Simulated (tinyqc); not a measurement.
Length of a polyene: Hueckel, PPP and singles CI along the polyenes. Computed by the program tinyqc. Hueckel uses the same beta without repulsion; CIS keeps all single excitations and so misses the low, doubly excited 2Ag state. W is the valence ionisation energy of a centre, MN the Mataga-Nishimoto formula, f the oscillator strength.

All-trans chains of carbon centres 1.40 angstrom apart:
```
parameter                               value
beta (eV), times 1 +/- alternation  -2.500000
alternation                                 0
W (eV)                              11.160000
gamma_rr (eV)                        9.970000
repulsion formula                        Ohno
```

Gaps and excitations (eV):
```
centres  Hueckel gap  PPP orbital gap  bright singlet (CIS)       f  lowest triplet (CIS)
2             5.0000          12.1589                6.4056  0.5492                3.5944
4             3.0902           9.3781                4.8999  1.0734                2.3341
6             2.2252           7.9421                4.0150  1.5464                1.7255
8             1.7365           7.0619                3.4331  1.9744                1.3856
10            1.4231           6.4683                3.0206  2.3588                1.1748
14            1.0453           5.7264                2.4789  3.0210                0.9363
```

Estimate the missing row, centres = 12.

Computed row:
```
centres  Hueckel gap  PPP orbital gap  bright singlet (CIS)       f  lowest triplet (CIS)
12            1.2054           6.0434                2.7141  2.7054                1.0345
```

The Hueckel gap tends to 4 x alternation x |beta| = 0.00 eV for long chains (zero without alternation, falling as 1/N). Exchange opens the PPP orbital gap, and the attraction of electron and hole brings the bright state 3.25 eV below it at 14 centres; the triplet lies 1.54 eV lower still.
